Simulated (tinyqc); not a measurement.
What each parameter does: valley splitting of a silicon quantum well in envelope theory.

The well lies at 0 < z < L; U(z) = V0 [1/(1 + exp(z/w)) + 1/(1 + exp((L - z)/w))] - e F z, 1 mV/nm = 1e-4 eV/angstrom. The envelope psi solves -(c/ml) psi'' + U psi = E psi, c = hbar^2/2m0, by three-point differences on a grid of 0.1 angstrom from -40 to L + 40 angstrom. The two valleys at +/- k0 couple through D = C0 times the integral of exp(-i q z) U(z) psi^2, q = 2 k0 (2 pi/a), and split by Ev = 2|D|.

Random alloy: with Y(z) = Yw + (Yb - Yw) B(z), B the bracket in U, and in-plane density exp(-r^2/ad^2)/(pi ad^2), D gains a random complex part of variance sigma^2 = (C0^2/pi)(a^2 V0/(8 ad (Yb - Yw)))^2 (4/a) times the integral of psi^4 Y (1 - Y). Alone it gives a mean splitting sqrt(pi) sigma; together with the smooth part the rms splitting is 2 sqrt(|D|^2 + sigma^2).

Constants: hbar^2/2m0 = 3.80998211 eV angstrom^2.

Values chosen for the exercise (near those of a strained Si well in SiGe; shifted at random, so the results belong to these values and not to a real crystal):
- L = 30 angstrom (well width)
- V0 = 0.21 eV (conduction offset)
- ml = 0.902 m0 (mass along z)
- w = 0.7 angstrom (interface width parameter)
- F = 7.7 mV/nm (field pressing towards the upper interface)
- k0 = 0.849 2 pi/a (valley position)
- a = 5.431 angstrom (lattice constant)
- C0 = 0.279 (Bloch overlap factor)
- Yb = 0.32 (Ge share of the barrier)
- Yw = 0 (Ge share of the well)
- ad = 140 angstrom (dot radius)

Orbital spacing, psi^2 at z = L, the smooth splitting and sigma; V0 is held fixed when Yw changes. Each row changes one parameter from the base and keeps the others.

Results:
```
case               E2 - E1 (meV)  psi^2(L) (1e-3/angstrom)  2|D| (micro-eV)  sigma (micro-eV)
base                       78.88                     8.241            39.01              16.1
ad = 180 angstrom          78.88                     8.241            39.01              12.5
Yw = 0.03                  78.88                     8.241            39.01              87.2
L = 36 angstrom            61.29                     6.103            26.61              11.3
V0 = 0.263 eV              84.72                     6.897            33.39              17.1
w = 0.49 angstrom          78.30                     8.372           141.34              14.3
F = 11.55 mV/nm            79.28                     9.329            48.63              17.2
k0 = 0.829 2 pi/a          78.88                     8.241            48.13              16.1
C0 = 0.335                 78.88                     8.241            46.84              19.3
```

The largest shifts from the base row, up to three for each result and ties (the steps differ in size, so this ranks the rows, not the parameters). E2 - E1 (meV): L -17.60, V0 +5.84, w -0.58; unchanged at the printed digits by ad, Yw, k0 and C0. psi^2(L) (1e-3/angstrom): L -2.138, V0 -1.344, F +1.088; unchanged at the printed digits by ad, Yw, k0 and C0. 2|D| (micro-eV): w +102.33, L -12.40, F +9.62; unchanged at the printed digits by ad and Yw. sigma (micro-eV): Yw +71.1, L -4.8, ad -3.6; unchanged at the printed digits by k0.

(tinyqc, `OMP_NUM_THREADS=1 python tinyqc.py 1282274 1282275 out.jsonl`, Intel(R) Xeon(R) Processor @ 2.30GHz, 1 thread, shared host, about 0.05 s.)
